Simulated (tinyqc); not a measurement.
# Six-transistor SRAM cell, nodal equations and margins: two studies

Two cross-coupled inverters (pull-down bn, pull-up bp) hold the nodes Q and QB; access transistors (ba, threshold VTn, gate on the word line at Vdd when selected) join them to the bit lines. Transistor (EKV form, voltages against the body): I = 2 n b Vt^2 [F(vp - Vs) - F(vp - Vd)] from drain to source, F(v) = ln^2(1 + exp(v/(2 Vt))), vp = (Vg - VT + sg |Vd - Vs|)/n. n-channel bodies are at 0; for the p-channel device all voltages are counted down from Vdd. b in uA/V^2 gives I in uA. For an access transistor the bit line is the drain and the node the source. In a read both bit lines are at Vdd. The cell is symmetric (no mismatch).

Values chosen for this exercise:
```
symbol  value    unit                                  meaning
T         273       K                              temperature
Vdd       0.8       V                           supply voltage
n        1.38                                     slope factor
sg      0.097                   drain-induced barrier lowering
VTn      0.27       V                      n-channel threshold
VTp      0.32       V          p-channel threshold (magnitude)
bn        520  uA/V^2  gain factor of the pull-down transistor
ba        520  uA/V^2     gain factor of the access transistor
bp        190  uA/V^2    gain factor of the pull-up transistor
```

Constants: q = 1.602176634e-19 C, kB = 1.380649e-23 J/K, Vt = kB T/q. Results are converted to the units shown.

Each table varies one quantity; the others keep the values above.

## Effect of the drain-induced barrier lowering

f(x) is the node voltage of one half-cell for input x: In = Ip in hold, In = Ip + Ia in a read. Static noise margin: side of the largest square between the curve (x, f(x)) and its mirror image (f(y), y); with h(c) the root x of f(x) - x = c, it is the maximum over c > 0 of h(c) - h(-c) + c. Q is the low node in a read and Iread the current of its access transistor. The write trip is the voltage to which the bit line of the high node must fall (the other staying at Vdd) for that state to vanish; higher is easier, and a negative value means that a grounded bit line does not write.

Effect of the drain-induced barrier lowering:

| sg | hold margin (mV) | read margin (mV) | Q in a read (mV) | Iread (uA) | write trip (mV) |
|---|---|---|---|---|---|
| 0.02 | 312.7 | 147.5 | 117.3 | 27.49 | 255.9 |
| 0.05 | 299.1 | 131.9 | 124.2 | 29.04 | 264.6 |
| 0.08 | 285.5 | 116.6 | 131.0 | 30.57 | 273.1 |
| 0.11 | 271.9 | 101.7 | 137.9 | 32.08 | 281.5 |
| 0.14 | 258.4 | 87.11 | 144.8 | 33.54 | 290.2 |
| 0.17 | 245.0 | 73.02 | 152.0 | 34.90 | 299.6 |

What does the table show?

As sg goes from 0.02 to 0.17, the read margin falls from 148 to 73.0 mV, the write trip rises from 256 to 300 mV and Iread rises from 27.5 to 34.9 uA. The read margin is 0.47 of the hold margin in the first row and 0.30 in the last. Read stability and write ability pull in opposite directions. For sg = 0.14 to 0.17 the read margin is under 100 mV, which threshold mismatch, left out here, can use up in a large array.

## Effect of the gain factor of the access transistor

Same model as above.

The same in every row: hold margin (mV) = 277.8.

Results:

| ba (uA/V^2) | read margin (mV) | Q in a read (mV) | Iread (uA) | write trip (mV) |
|---|---|---|---|---|
| 130 | 189.8 | 51.32 | 13.32 | 65.30 |
| 180 | 172.2 | 66.42 | 16.93 | 130.2 |
| 350 | 132.7 | 106.3 | 25.76 | 232.1 |
| 490 | 111.8 | 130.4 | 30.58 | 271.5 |
| 680 | 91.49 | 155.7 | 35.17 | 304.3 |

Estimate the missing row, ba = 250 uA/V^2.

Computed row:

| ba (uA/V^2) | read margin (mV) | Q in a read (mV) | Iread (uA) | write trip (mV) |
|---|---|---|---|---|
| 250 | 153.1 | 84.66 | 21.10 | 185.1 |

With this row back in the table: As ba goes from 130 to 680 uA/V^2, the read margin falls from 190 to 91.5 mV, the write trip rises from 65.3 to 304 mV and Iread rises from 13.3 to 35.2 uA. The read margin is 0.68 of the hold margin in the first row and 0.33 in the last. Read stability and write ability pull in opposite directions. At ba = 680 uA/V^2 the read margin is under 100 mV, which threshold mismatch, left out here, can use up in a large array.

Computed by the program tinyqc: `OMP_NUM_THREADS=1 python tinyqc.py 2340135 2340136 out.jsonl`, one thread of a shared Intel Xeon 2.30GHz, about 0.2 s for the whole run.
